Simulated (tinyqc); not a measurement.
Gate length: charge control and current of a heterostructure field-effect transistor. Computed by tinyqc, a small Python program. Command: `OMP_NUM_THREADS=1 python tinyqc.py 3028167 3028168 out.jsonl hemt walk`. One thread of a shared host (Intel(R) Xeon(R) Processor @ 2.30GHz), about 0.01 s of CPU time with the checks.

Two subbands in a triangular well; E_F is counted from the conduction band edge of the channel at the interface.

Inputs (values chosen for the exercise, modelled on AlGaN/GaN):
```
quantity                                  value        unit
channel mass m                             0.21         m_0
permittivity eps (barrier and channel)     9.31           -
barrier thickness d                          13          nm
Schottky barrier phi_B                      1.3          eV
conduction band offset dE_c                0.28          eV
polarisation charge sigma/e             9.5e+12      1/cm^2
gate voltage V_G                              0           V
mobility mu                                1500  cm^2/(V s)
saturation velocity v_s                     1.1    1e7 cm/s
gate length L                               160          nm
source resistance R_S                      0.35      ohm mm
temperature T                               300           K
mixing                                      0.3           -
iteration cap                               200           -
```

Charge source: polarisation. Velocity law: two-piece.

Constants: e = 1.602176634e-19 C; eps_0 = 8.8541878128e-12 F/m; k_B = 8.617333262e-05 eV/K; hbar = 1.054571817e-34 J s; m_0 = 9.1093837015e-31 kg; k_B = 1.380649e-23 J/K.

Method:
- Threshold V_T = phi_B - dE_c - sigma d/(eps eps_0) (in volts); C_b = eps eps_0/d.
- Charge control: n_s = C_b (V_G - V_T - E_F/e)/e. Well: mean field F = e n_s/(2 eps eps_0), E_i = (hbar^2/2m)^(1/3) [(3 pi e F/2)(i + 3/4)]^(2/3), i = 0, 1; n_s = D k_B T sum_i ln(1 + exp((E_F - E_i)/k_B T)), D = m/(pi hbar^2), which is solved in closed form for E_F.
- Iteration from n_s = C_b (V_G - V_T)/(2e): E_F from n_s, n_out from the charge control, n_new = n_s + mixing (n_out - n_s), kept above n_s/10; stop when |n_out/n_s - 1| < 1e-9.
- C_g = e dn_s/dV_G = 1/(1/C_b + 1/C_q), 1/C_q = d(E_F/e)/d(e n_s) by a central difference of +/- 0.1 % in n_s; added distance dd = eps eps_0/C_q.
- With V = e n_s/C_g and V_c = v_s L/mu: for v = mu F up to v_s, I/W = C_g v_s V_c (sqrt(1 + (V/V_c)^2) - 1) and V_Dsat = V + V_c - sqrt(V^2 + V_c^2); g_m = dI/dV; extrinsic g_m/(1 + g_m R_S); f_T = g_m/(2 pi C_g L).

sheet density n_s = 4.61814e+12 1/cm^2

gate capacitance C_g = 0.552330 microfarad/cm^2

V = 1.33961 V

Scaling; the last columns are v_s/(2 pi L) and mu V/(2 pi L^2):
```
L (nm)  I/W (mA/mm)  g_m (mS/mm)  extrinsic g_m (mS/mm)   f_T (GHz)  velocity limit (GHz)  mobility limit (GHz)
30           800.64       607.48                 500.97  5.8349e+02                583.57            3.5534e+04
60           787.60       607.24                 500.80  2.9163e+02                291.78            8.8836e+03
120          762.19       606.26                 500.13  1.4558e+02                145.89            2.2209e+03
250          710.10       601.95                 497.20  6.9381e+01                 70.03            5.1169e+02
500          621.06       586.01                 486.27  3.3772e+01                 35.01            1.2792e+02
1000         482.32       532.94                 449.16  1.5357e+01                 17.51            3.1981e+01
2000         315.75       409.74                 358.35  5.9034e+00                  8.75            7.9952e+00
5000         144.02       208.49                 194.31  1.2016e+00                  3.50            1.2792e+00
```

What does the comparison show, and why?

f_T scales as L^-1.00 at the short end and L^-1.74 at the long end; the two limits cross at L = mu V/v_s = 1830 nm. g_m tends to C_g v_s = 608 mS/mm, and R_S cuts it by 18 % at the shortest gate. Fringe capacitances and short-channel effects, left out, lower f_T once L is below about ten barrier thicknesses.

Extremes, crossings and ranges named in words are read from the listed rows.
